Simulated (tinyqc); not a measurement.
From results back to parameters: free-carrier optics of a doped semiconductor (Drude model with one polar phonon). Three cases, with inputs chosen for the exercise.

Problem. The upper coupled mode solves E^4 - (wL^2 + Ep^2) E^2 + Ep^2 wT^2 = 0 with wL = wT sqrt(es/ei); N is hidden.

eps(E) = ei [1 - Ep^2/(E^2 + i E Gam)] + (es - ei) wT^2/(wT^2 - E^2 - i E gT), with Ep^2 = 8 pi c (e^2/(4 pi eps0)) N/(m ei), c = hbar^2/2m0, N in 1/angstrom^3 (1e-24 per 1/cm^3); Gam = hbar/tau, tau = mu m m0/e with m0/e = 5.685630e-12 kg/C and mu in m^2/(V s). Energies in meV.

Constants: hbar^2/2m0 = 3.80998211 eV angstrom^2; e^2/(4 pi eps0) = 14.39964547 eV angstrom.

Find: Ep; N; L-.

Method. Ep^2 = L+^2 (L+^2 - wL^2)/(L+^2 - wT^2); the product of the roots gives L- = Ep wT/L+.

Case 1.

Values chosen (mass and dielectric values near those of GaN; N and mu are free inputs; interband absorption and the rise of the mass with filling are left out; shifted at random, so the results belong to these values and not to a real crystal): m = 0.201 m0 (conductivity mass); ei = 5.44 (high-frequency dielectric constant); wT = 68.7 meV (TO phonon); es = 9.72 (static dielectric constant).

L+ = 97.1703 meV

Solution.

Ep = 44.92 meV
N = 1.60e+18 1/cm^3
L- = 31.76 meV

Case 2.

Values chosen (mass and dielectric values near those of GaN; N and mu are free inputs; interband absorption and the rise of the mass with filling are left out; shifted at random, so the results belong to these values and not to a real crystal): m = 0.206 m0 (conductivity mass); ei = 5.25 (high-frequency dielectric constant); wT = 70.2 meV (TO phonon); es = 9.32 (static dielectric constant).

L+ = 97.3824 meV

Solution.

Ep = 39.11 meV
N = 1.20e+18 1/cm^3
L- = 28.20 meV

Case 3.

Values chosen (mass and dielectric values near those of SiC; N and mu are free inputs; interband absorption and the rise of the mass with filling are left out; shifted at random, so the results belong to these values and not to a real crystal): m = 0.385 m0 (conductivity mass); ei = 6.33 (high-frequency dielectric constant); wT = 99.3 meV (TO phonon); es = 9.32 (static dielectric constant).

L+ = 123.5262 meV

Solution.

Ep = 45.75 meV
N = 3.70e+18 1/cm^3
L- = 36.78 meV

Computed by tinyqc, one run a case: `OMP_NUM_THREADS=1 python tinyqc.py N N+1 out.jsonl` with N = 1652136, 1652193, 1652239; one thread of a shared Intel(R) Xeon(R) Processor @ 2.30GHz, about 0.01 s a run at most.
